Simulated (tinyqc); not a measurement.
Carrier lifetime from Shockley-Read-Hall, radiative, Auger and surface recombination: one step, computed by the program tinyqc.

Energies are counted from the top of the valence band. Boltzmann statistics, full ionisation, and equal excess densities of electrons and holes.

Problem. Steady state under generation. With n = n_0 + dn, p = p_0 + dn and U/dn = 1/tau: (n p - n_i^2)/dn = n_0 + p_0 + dn = s; 1/tau_SRH = s/[tau_p0 (n + n1) + tau_n0 (p + p1)]; 1/tau_rad = B s; 1/tau_Aug = (C_n n + C_p p) s; the rates add, with 1/tau_s. dn solves dn/tau_eff(dn) = G (60 bisections in ln dn between 1e-2 and 1e22 cm^-3); the splitting of the quasi-Fermi levels is k_B T ln(n p/n_i^2).

Inputs (values chosen for the exercise, with bands modelled on germanium):
```
quantity                   value        unit
temperature T                300           K
radiative coefficient B    2e-14      cm^3/s
Auger coefficient C_n    3.9e-31      cm^6/s
Auger coefficient C_p    1.2e-30      cm^6/s
generation rate G        2.6e+22  cm^-3 s^-1
```

Doping: p-type. Surface term: two equal surfaces.

n_0 = 7.788335e+11 cm^-3

p_0 = 5.507788e+14 cm^-3

tau_p0 = 3.025451e-04 s

n1 = 3.146895e+12 cm^-3

tau_n0 = 5.672224e-07 s

p1 = 1.363137e+14 cm^-3

tau_s = 1.636117e-05 s

n_i = 2.071147e+13 cm^-3

Constants: k_B = 8.617333262e-05 eV/K.

Give: steady excess density; lifetime in the steady state; quasi-Fermi splitting under G.

Solution.

steady excess density = 1.9821e+17 cm^-3

lifetime in the steady state = 7.6234e-06 s

quasi-Fermi splitting under G = 0.47401 eV
